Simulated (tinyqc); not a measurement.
Inside a calculation. Model: X-ray photoelectron analysis of a thin oxide on a semiconductor: attenuation lengths, thickness, angle series and band offsets. Computed by tinyqc, a small Python program that keeps every step. Command: `OMP_NUM_THREADS=1 python tinyqc.py 3111473 3111474 out.jsonl xps walk`. One thread of a shared host (Intel(R) Xeon(R) Processor @ 2.30GHz), about 0.01 s of CPU time with the checks. Intermediate numbers are printed to about 6 digits and carried at full precision; extremes and crossings named in words are read from the listed rows.

The same element is seen in the oxide and in the substrate, at nearly the same kinetic energy; films are flat and uniform, and the work function is ignored.

Inputs (values chosen for the exercise, modelled on SiO2 on 4H-SiC):

| quantity | value | unit |
|---|---|---|
| photon energy | 2000 | eV |
| binding energy of the core level | 100.5 | eV |
| oxide density | 2.24 | g/cm^3 |
| oxide formula mass | 60.08 | g/mol |
| valence electrons per oxide formula | 16 | - |
| oxide gap | 8.74 | eV |
| substrate density | 3.21 | g/cm^3 |
| substrate formula mass | 40.1 | g/mol |
| valence electrons per substrate formula | 8 | - |
| substrate gap | 3.26 | eV |
| oxide thickness d | 0.57 | nm |
| emission angle from the normal | 0 | degrees |
| attenuation length over inelastic mean free path | 0.86 | - |
| carbon overlayer | 0.52 | nm |
| counts in the two peaks together | 10000 | - |
| valence band offset used to make the data | 2.98 | eV |
| core level less valence band top, substrate | 99.05 | eV |
| core level less valence band top, thick oxide | 98.78 | eV |
| field in the oxide | 0.58 | MV/cm |

## Inelastic mean free paths

TPP-2M: lambda = E/(E_p^2 [b ln(c E) - C/E + D/E^2]) in angstrom, E_p = 28.8 sqrt(N_v rho/M), b = -0.10 + 0.944/sqrt(E_p^2 + E_g^2) + 0.069 rho^0.1, c = 0.191/sqrt(rho), U = N_v rho/M, C = 1.97 - 0.91 U, D = 53.4 - 20.8 U, with E = photon energy less binding energy in eV. Attenuation length L = factor x lambda.

kinetic energy E = 1899.5 eV

Terms:

| layer | E_p (eV) | b | c | lambda (nm) |
|---|---|---|---|---|
| oxide | 22.2439 | 0.0142942 | 0.127617 | 4.93798 |
| substrate | 23.0472 | 0.0180911 | 0.106606 | 3.75015 |

L in the oxide = 4.24666 nm

L in the substrate = 3.22513 nm

## Peak ratio

R_0 = (rho_o/M_o) L_o/((rho_s/M_s) L_s); peak ratio R = I_ox/I_sub = R_0 [exp(d/(L_o cos theta)) - 1]; hence d = L_o cos theta ln(1 + R/R_0). A carbon layer weakens both peaks alike, by exp(-d_C/(L_o cos theta)) if its L is taken equal to L_o. This R_0 leaves out intrinsic losses from the substrate peak, so calibrated values can be larger.

R_0 = 0.613279

d/(L_o cos theta) = 0.134223

ratio R = 0.0880963

oxide share of the counts = 0.0809637

attenuation by carbon = 0.884751

depth 3 L_o cos theta = 12.7400 nm

## Error budget of the thickness

With x = d/(L_o cos theta): d ln d/d ln R = (1 - exp(-x))/x = -d ln d/d ln R_0; counting error of R = 1/sqrt(N f (1 - f)), f the oxide share, which times the sensitivity gives that of d; an angle error adds tan(theta) d theta; d is proportional to L_o at fixed R_0. Assumed errors: 5 % in R_0, 1 degree, 5 % in L_o.

sensitivity to R = 0.935793

counting error of d = 3.43059 %

R_0 = 4.67897 %

angle = 0 %

L_o = 5 %

The attenuation length is the largest of these terms.

## Angle series: uniform film or islands?

Islands: half of the surface carries 2 d and half none, R = R_0 (1/2)(1 - t)/(1/2 + t/2) with t = exp(-2 d/(L_o cos theta)); the apparent thickness is read with the uniform formula.

Against the angle:

| theta (degrees) | R, uniform | R, islands | apparent d, islands (nm) |
|---|---|---|---|
| 0 | 0.088096 | 0.081825 | 0.531861 |
| 20 | 0.094164 | 0.087008 | 0.529429 |
| 35 | 0.109191 | 0.099600 | 0.523509 |
| 45 | 0.128195 | 0.115034 | 0.516223 |
| 55 | 0.161696 | 0.140950 | 0.503907 |
| 65 | 0.229259 | 0.188482 | 0.480966 |
| 75 | 0.416828 | 0.292299 | 0.428385 |

A uniform film gives d = 0.57 nm at every angle. The island film of the same volume reads 0.532 nm at normal emission and 0.428 nm at 75 degrees; its ratio cannot pass R_0, since the bare half always shows the substrate.

## Band offsets by core levels

Valence band offset = (E_core - E_v)(substrate) - (E_core - E_v)(oxide) + (core level separation at the interface, oxide less substrate). The separation is made here from the given offset; a uniform field F that raises the binding energy towards the surface shifts the oxide peak by e F <z>, <z> = d/(1 - exp(-x)) - d/x, x = d/(L_o cos theta), being the mean distance from the interface. Conduction band offset = oxide gap - substrate gap - valence band offset.

separation without field = 2.71 eV

<z> = 0.291374 nm

separation with field = 2.72690 eV

apparent valence band offset = 2.99690 eV

true conduction band offset = 2.5 eV

apparent conduction band offset = 2.48310 eV

The field biases both offsets by 0.017 eV, in opposite directions.

Checks made by the program: thickness recovered (relative difference below 1e-10).
